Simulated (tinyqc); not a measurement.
Worked calculation: optical gain and spontaneous emission in a bulk direct-gap semiconductor. Values are carried at full precision from step to step, so a last printed digit may differ when a step is redone from the rounded ones.

F_j(eta) = (1/Gamma(j + 1)) integral_0^infinity x^j dx/(1 + exp(x - eta)), which tends to exp(eta) for eta << 0.

Quasi-Fermi levels: n = Nc F_1/2(Fc/kT) and p = Nv F_1/2(Fv/kT), Fc counted up from the conduction edge and Fv down from the valence edge; Nc, Nv from N = 2 (m kB T/(4 pi c))^(3/2) with c = hbar^2/2m0, in 1/angstrom^3; times 1e24 for 1/cm^3, with me and (mhh^(3/2) + mlh^(3/2))^(2/3).

Constants: hbar^2/2m0 = 3.80998211 eV angstrom^2; kB = 8.617333262e-05 eV/K; fine-structure constant alpha = 0.007297352564; hbar = 6.58211957e-16 eV s; hbar c = 1973.269805 eV angstrom.

Inputs chosen for the exercise (near those of GaAs; shifted at random, so the results belong to these values and not to a real crystal):
- me = 0.0696 m0 (electron mass)
- mhh = 0.516 m0 (heavy-hole mass)
- mlh = 0.0782 m0 (light-hole mass)
- n = 3e+18 1/cm^3 (injected density, n = p)
- T = 250 K
- Eg = 1.462 eV (direct gap)
- Ep = 26 eV (Kane energy)
- nr = 3.64 (refractive index)
- E = 1.547 eV (photon energy)

## Quasi-Fermi levels

Solve for Fc and Fv.

kT = 0.021543 eV
Nc = 3.505e+17 1/cm^3
Nv = 7.493e+18 1/cm^3
Fc = 0.1052 eV
Fv = -0.0167 eV
Fc + Fv = 0.0885 eV

The separation of the quasi-Fermi levels exceeds the gap, so photons between Eg and Eg + (Fc + Fv) see gain. The quasi-Fermi level of the electrons lies inside the band, that of the holes in the gap.

## Absorption of the empty crystal

Parabolic bands, vertical transitions, no excitons. For each hole band j: mr = me mj/(me + mj); joint density of states J_j(E) = (mr/c)^(3/2) sqrt(E - Eg)/(2 pi^2), both spins, c = hbar^2/2m0; averaged matrix element |e.p|^2 = m0 Ep/6; alpha_j(E) = 4 pi^2 alpha_f c Ep J_j/(3 nr E) in 1/angstrom (alpha_f the fine-structure constant, listed as alpha among the constants), times 1e8 for 1/cm.

Evaluate at E for heavy and light holes.

mr, J and alpha of each hole band:

| hole | mr (m0) | J (1/(eV angstrom^3)) | alpha (1/cm) |
|---|---|---|---|
| heavy | 0.06133 | 3.016e-05 | 5095.5 |
| light | 0.03682 | 1.403e-05 | 2370.9 |

The heavy-hole band gives 68 % of the total, 7466 1/cm.

## Occupations and gain at E

For band j the electron sits at Ee = (E - Eg) mr/me above its edge and the hole at Eh = (E - Eg) mr/mj; fe = 1/(1 + exp((Ee - Fc)/kT)), fh = 1/(1 + exp((Eh - Fv)/kT)); gain g = sum_j alpha_j (fe + fh - 1).

Use mr and alpha from the table.

Energies, occupations and gain of each hole band:

| hole | Ee (eV) | Eh (eV) | fe | fh | g (1/cm) |
|---|---|---|---|---|---|
| heavy | 0.0749 | 0.0101 | 0.803 | 0.224 | 138 |
| light | 0.0450 | 0.0400 | 0.942 | 0.067 | 23 |

total gain = 161 1/cm

E - Eg = 0.0850 eV is below Fc + Fv = 0.0885 eV, so both bands give gain (Bernard-Duraffourg).

## Spontaneous emission

Spontaneous rate: R = integral of (nr E/(hbar c))^2/(pi^2 hbar) sum_j alpha_j fe fh dE, with alpha in 1/cm and (nr E/(hbar c))^2 in 1/cm^2 (1e16 per 1/angstrom^2); B = R/(n p); lifetime n/R.

Integrate over photon energy.

R = 1.75e+27 1/(cm^3 s)
B = 1.94e-10 cm^3/s
radiative lifetime = 1.71 ns

## Checks

- B at n = 1e13 1/cm^3 against the van Roosbroeck-Shockley value from alpha and ni^2 (cm^3/s): both 3.31e-10.

(tinyqc, `OMP_NUM_THREADS=1 python tinyqc.py 1651382 1651383 out.jsonl`, Intel(R) Xeon(R) Processor @ 2.30GHz, 1 thread, shared host, about 0.08 s.)
